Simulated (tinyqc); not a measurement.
# Thermionic-field emission through a Schottky barrier, WKB: current against forward bias

Metal on an n-type semiconductor with one parabolic valley; V > 0 is forward bias (metal positive). Energies E are counted from the conduction edge of the neutral semiconductor, whose Fermi level lies at -xi; that of the metal lies at -xi - V. The barrier is a parabola of height Vd = phi - xi - V (depletion approximation, no image force).

Nc = 2 (2 pi me m0 kB T/h^2)^1.5 (times 1e-6 for cm^-3); Nd = Nc F12(-xi/Vt), F12(x) = (2/sqrt(pi)) int_0^infinity sqrt(u)/(1 + exp(u - x)) du; E00 = (hbar/2) sqrt(Nd/(me m0 eps0 eps_r)) in SI units (volts). For E < Vd, ln T(E) = -(Vd/E00) [sqrt(1 - y) - y ln((1 + sqrt(1 - y))/sqrt(y))], y = E/Vd; T(E) = 1 above. J = A* T (q/kB) int_0^infinity T(E) N(E) dE, N = ln[(1 + exp((-xi - E)/Vt))/(1 + exp((-xi - V - E)/Vt))], A* = 4 pi q me m0 kB^2/h^3 (times 1e-4 for A/(cm^2 K^2)). The integral is converged to the digits shown; the share over the barrier is that of E > Vd, and 0 means below 1e-6 %. n = (dV/d ln J)/Vt.

Parameters, values chosen for the exercise; band and dielectric values those of a made-up semiconductor: temperature T = 300 K; electron mass me = 0.0321 m0; relative permittivity eps_r = 12.8; barrier height seen from the metal phi = 0.4 eV; donor density Nd = 1.7e19 cm^-3.

Constants: q = 1.602176634e-19 C, kB = 1.380649e-23 J/K, eps0 = 8.8541878128e-12 F/m, hbar = 1.054571817e-34 J s, h = 6.62607015e-34 J s, m0 = 9.1093837015e-31 kg, Vt = kB T/q. Results are converted to the units shown.

Current against forward bias:
```
V (V)  J (A/cm^2)  share over the barrier (%)  mean E/Vd      n
0.103     2.451e6                     1.42e-4     0.5656  3.187
0.131     3.340e6                     3.13e-4     0.5703  3.820
0.16      4.389e6                     7.34e-4     0.5762  4.394
0.188     5.543e6                     1.72e-3     0.5827  4.884
0.216     6.853e6                     4.11e-3     0.5901  5.320
0.244     8.339e6                     9.96e-3     0.5984  5.714
0.272     1.002e7                      0.0245     0.6076  6.077
0.3       1.192e7                      0.0606     0.6178  6.417
```

J rises from 2.45e6 to 1.19e7 A/cm^2, and n rises from 3.19 to 6.42. The Padovani-Stratton slope is (E00/Vt) coth(E00/Vt) = 4.62; the middle row is 15 % above it.

Range of the model: The depletion approximation, a parabolic band and the neglect of image-force lowering make these currents estimates at high doping.

Computed by the program tinyqc: `OMP_NUM_THREADS=1 python tinyqc.py 2640114 2640115 out.jsonl`, one thread of a shared Intel Xeon 2.30GHz, about 0.06 s for the whole run.
